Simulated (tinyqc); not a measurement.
Shape of the cross-section: round or elliptic silicon nanowire with anisotropic valleys (Ritz method).

Wire along x = [100] on a (001) wafer, y = [010], z = [001]. Valley groups, two valleys each (w = inverse masses): A, axis along z: w_y = 1/mt, w_z = 1/ml, m_x = mt; B, axis along y: w_y = 1/ml, w_z = 1/mt, m_x = mt; C, axis along x: w_y = w_z = 1/mt, m_x = ml.

Constants: hbar^2/2m0 = 3.80998211 eV angstrom^2.

Values chosen for the exercise (near those of a Si nanowire; shifted at random, so the results belong to these values and not to a real crystal):

| symbol | value | unit | meaning |
|---|---|---|---|
| ml | 0.926 | m0 | longitudinal mass |
| mt | 0.188 | m0 | transverse mass |
| area | 46.4 | nm^2 | cross-section, kept fixed |
| hw | 3 |  | height over mean width |

Equal area, hard walls, lowest level of -c (w_y d2/dy2 + w_z d2/dz2), c = hbar^2/2m0. Rectangle W x H with H/W = hw; ellipse with b/a = hw; trapezoid of height H, base W/0.8 and top 0.6 of the base; isosceles triangle of height H and base 2W. Ellipse, trapezoid and triangle by converged Ritz bases; 1 nm^2 = 100 angstrom^2.

Levels:

| shape | A (eV) | B (eV) | B - A (meV) |
|---|---|---|---|
| rectangle | 0.1322 | 0.0406 | -91.6 |
| ellipse | 0.1121 | 0.0373 | -74.8 |
| trapezoid | 0.1117 | 0.0411 | -70.6 |
| triangle | 0.0670 | 0.0456 | -21.4 |

W = 39.3 angstrom
H = 118.0 angstrom

For group A the order is triangle, trapezoid, ellipse, rectangle, spanning 97 %. For group B the order is ellipse, rectangle, trapezoid, triangle, spanning 22 %. The ellipse lies below the rectangle for both groups, since corners hold little of the wave function. The triangle is lowest for A, whose light mass lies across the width and gains from the wide base. The spacing B - A of the valley groups runs from -92 to -21 meV.

(tinyqc, `OMP_NUM_THREADS=1 python tinyqc.py 1281985 1281986 out.jsonl`, Intel(R) Xeon(R) Processor @ 2.30GHz, 1 thread, shared host, about 0.06 s.)
